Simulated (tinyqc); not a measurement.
# Inputs raised by 2 %, one at a time

Model: collinear exchange A + BC -> AB + C on a London-Eyring-Polanyi-Sato surface: saddle, string of images and rate. Computed by tinyqc, a small Python program. Command: `OMP_NUM_THREADS=1 python tinyqc.py 3113021 3113022 out.jsonl leps sens`. One thread of a shared host (Intel(R) Xeon(R) Processor @ 2.30GHz), about 0.6 s of CPU time with the checks.

x = r(AB), y = r(BC), r(AC) = x + y. V is counted from separated atoms, the barrier from A + BC, that is V + D(BC).

Inputs (values chosen for the exercise, bond data loosely for abstraction of hydrogen from a Ge-H bond by a hydrogen atom; the barrier is not fitted):

| quantity | value | unit |
|---|---|---|
| D(AB) | 4.71 | eV |
| r0(AB) | 0.742 | angstrom |
| beta(AB) | 1.94 | 1/angstrom |
| D(BC) | 3.8 | eV |
| r0(BC) | 1.53 | angstrom |
| beta(BC) | 1.45 | 1/angstrom |
| D(AC) | 3.75 | eV |
| r0(AC) | 1.53 | angstrom |
| beta(AC) | 1.45 | 1/angstrom |
| Sato parameter S | 0.064 | - |
| mass of A | 1.008 | u |
| mass of B | 1.008 | u |
| mass of C | 72.6 | u |
| temperature T | 700 | K |
| step of the string | 0.01 | angstrom^2/eV |

Constants: nu for 1 eV/(angstrom^2 u) = 15.6333042 THz; h x 1 THz = 4.135667696 meV; k_B = 1.380649e-23 J/K; u = 1.6605390666e-27 kg; k_B = 8.617333262e-05 eV/K.

Method:
- For each pair, with u = exp(-beta (r - r0)): Q = D [(3 + S) u^2 - (2 + 6 S) u]/(4 (1 + S)), J = D [(1 + 3 S) u^2 - (6 + 2 S) u]/(4 (1 + S)); V = Q1 + Q2 + Q3 - sqrt(((J1 - J2)^2 + (J2 - J3)^2 + (J3 - J1)^2)/2).
- String of 9 images between the fixed ends (r0(AB) + 2, r0(BC)) and (r0(AB), r0(BC) + 2), started on the two straight legs through (r0(AB) + 0.3, r0(BC) + 0.3): each iteration moves the inner images by -step x gradient (central differences) and spaces them evenly again along the broken line (coordinates are kept between 0.2 and 8 angstrom); stop when no coordinate changes by more than 1e-5 angstrom, at most 400 iterations.
- From the highest inner image, z -> z - H^-1 g with gradient g and Hessian H by central differences, steps capped at 0.15 angstrom, 12 steps.
- Wilson matrix G = [[1/m_A + 1/m_B, -1/m_B], [-1/m_B, 1/m_B + 1/m_C]]; eigenvalues lambda of G H give nu = 15.6333042 THz x sqrt(|lambda|), the negative one being imaginary. Reactant: nu_BC from k = 2 D beta^2 and 1/m_B + 1/m_C. Skew angle: cos = sqrt(m_A m_C/((m_A + m_B)(m_B + m_C))).
- One-dimensional rate constant without tunnelling, k = sqrt(k_B T/(2 pi mu)) [sinh(h nu_BC/(2 k_B T))/sinh(h nu_s/(2 k_B T))] exp(-barrier/(k_B T)) with mu = m_A (m_B + m_C)/(m_A + m_B + m_C); Wigner factor 1 + (h nu_i/(k_B T))^2/24; adiabatic barrier = barrier + h (nu_s - nu_BC)/2.

Runs:

| input moved | from | to | barrier (eV) | imaginary frequency (THz) | real frequency at the saddle (THz) | rate constant k (cm/s) |
|---|---|---|---|---|---|---|
| base run | - | - | 0.51433 | 64.032 | 29.410 | 68.070 |
| Sato parameter S | 0.064 | 0.06528 | 0.50955 | 63.819 | 29.440 | 73.575 |
| D(AB) (eV) | 4.71 | 4.8042 | 0.49280 | 63.026 | 29.638 | 96.268 |
| D(BC) (eV) | 3.8 | 3.876 | 0.53773 | 64.894 | 29.564 | 46.877 |
| D(AC) (eV) | 3.75 | 3.825 | 0.52389 | 64.716 | 29.342 | 58.265 |
| mass of B (u) | 1.008 | 1.02816 | 0.51433 | 63.583 | 29.329 | 66.865 |
| temperature T (K) | 700 | 714 | 0.51433 | 64.032 | 29.410 | 79.859 |

Exponents ln(y'/y) / ln(x'/x):

| input | barrier | imaginary frequency | real frequency at the saddle | rate constant k |
|---|---|---|---|---|
| Sato parameter S | -0.471 | -0.168 | 0.052 | 3.927 |
| D(AB) | -2.159 | -0.800 | 0.390 | 17.503 |
| D(BC) | 2.247 | 0.675 | 0.265 | -18.836 |
| D(AC) | 0.931 | 0.537 | -0.116 | -7.855 |
| mass of B | 0.000 | -0.355 | -0.138 | -0.902 |
| temperature T | 0.000 | 0.000 | 0.000 | 8.066 |

Which inputs matter most for each result?

Among the inputs moved here: barrier answers most in size to D(BC) (exponent +2.247), next to D(AB) (-2.159); its exponent is below 0.0005 for mass of B, temperature T. Its exponent 0.000 in mass of B: masses do not enter the surface. Imaginary frequency answers most in size to D(AB) (exponent -0.800), next to D(BC) (+0.675); its exponent is below 0.0005 for temperature T. real frequency at the saddle answers most in size to D(AB) (exponent +0.390), next to D(BC) (+0.265); its exponent is below 0.0005 for temperature T. rate constant k answers most in size to D(BC) (exponent -18.836), next to D(AB) (+17.503).
